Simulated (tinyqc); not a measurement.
A particle near a wafer in liquid: double-layer and van der Waals forces (DLVO), deposition barrier and removal: one step, computed by the program tinyqc.

Sphere and flat wall, Derjaguin approximation, constant potentials in the linear-superposition form, no retardation and no hydration force.

Question. The curve. U(h) = Z R exp(-kappa h) - A R/(6 h); F(h) = -dU/dh = kappa Z R exp(-kappa h) - A R/(6 h^2), positive for repulsion.

Inputs (values chosen for the exercise, of the order of those for silica on silicon in water): particle radius R = 370 nm; Hamaker constant A = 1.3e-20 J; temperature T = 293 K.

kappa = 0.1391875 1/nm

Z = -12.59728 pN

Constants: k_B = 1.380649e-23 J/K.

Give: the table «Against the gap» with the columns kappa h, U (k_B T), F (pN), for h (nm) = 0.4, 0.6, 1.0, 1.5, 2.5, 4.0, 7.0, 12.0, 20.0, 40.0.

Answer.

Against the gap:
```
h (nm)  kappa h  U (k_B T)     F (pN)
0.4        0.06      -1585  -5.62e+03
0.6        0.08      -1390  -2.82e+03
1.0        0.14      -1201  -1.37e+03
1.5        0.21      -1067  -8.83e+02
2.5        0.35       -893  -5.86e+02
4.0        0.56       -710  -4.22e+02
7.0        0.97       -463  -2.61e+02
12.0       1.67       -233  -1.28e+02
20.0       2.78        -81  -4.21e+01
40.0       5.57         -9  -2.98e+00
```

Caution: in rows with kappa h below 1 linear superposition is only rough.
